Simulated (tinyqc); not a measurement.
Across the tunnelling window: band-to-band tunnelling across a p-n junction in a two-band chain.

Sites alternate A at -Eg/2 and C at +Eg/2 with hopping -t; near the edges, with k counted from the zone boundary pi/a, E^2 = (Eg/2)^2 + (t a k)^2, so t = sqrt(c Eg/m)/a gives the mass m, c = hbar^2/2m0. In the gap cosh(q a) = 1 + (Eg^2/4 - e^2)/(2 t^2), e the energy from the local mid-gap. The potential is V0 = Eg + ov on the p side (left), 0 on the n side, and falls linearly over the 2N sites of the junction, V_j = V0 (1 - j/(2N + 1)), j = 1 to 2N, site 1 being A. E = Eg/2 + x ov. A half chain that ends on a site of level e1 with neighbour e2 has g = (1 + z)/(E - e1), z = exp(-/+ i k a) the root with Im g < 0, cos(k a) = (E - e1)(E - e2)/(2 t^2) - 1. S_L = t^2 g (ending on C, shifted by V0), S_R = t^2 g (starting on A). T = 4 Im(S_L) Im(S_R) |G_(1,2N)|^2.

Constants: hbar^2/2m0 = 3.80998211 eV angstrom^2; e^2/h = 3.874045865e-05 S.

Parameters, chosen for this exercise (gap and mass near those of GaAs; shifted at random, so the results belong to these values and not to a real crystal): Eg = 1.42 eV (gap); m = 0.0743 m0 (mass of electron and light hole); a = 6 angstrom (period (two sites)); ov = 0.14 eV (overlap: top of the valence band on the p side above the conduction edge on the n side); Nw = 20 (periods in the junction).

N = Nw. The mean of T over the window uses 12 Gauss-Legendre points in x; the current of one channel with both spins, all states in the window full on the p side and empty on the n side, is (2e^2/h) <T> ov. WKB: exp(-2 I/F), I = pi Eg^2/(8 t a), F = V0/((2N + 1) a/2).

Against energy:
```
x     E (eV)         T  T over WKB
0.02  0.7128  3.02e-07       0.685
0.10  0.7240  6.32e-07       1.431
0.20  0.7380  8.21e-07       1.860
0.35  0.7590  9.56e-07       2.165
0.50  0.7800  9.94e-07       2.251
0.65  0.8010  9.56e-07       2.165
0.80  0.8220  8.21e-07       1.860
0.90  0.8360  6.32e-07       1.431
0.98  0.8472  3.02e-07       0.685
```

mean T = 7.99e-07
current = 8.66e-06 microampere

WKB gives one value for the whole window, since the path through the gap is the same. The chain is symmetric about x = 0.5, where it gives 2.25 times WKB; among these rows it is largest at x = 0.5 (2.25), and it has 0.68 at x = 0.02 on its way to zero at the ends, where the velocity in one lead vanishes. The variation comes from the reflections where the field begins and ends, whose distance from the turning points changes with x.

tinyqc: `OMP_NUM_THREADS=1 python tinyqc.py 1452816 1452817 out.jsonl`; about 0.01 s, one thread, shared Intel(R) Xeon(R) Processor @ 2.30GHz.
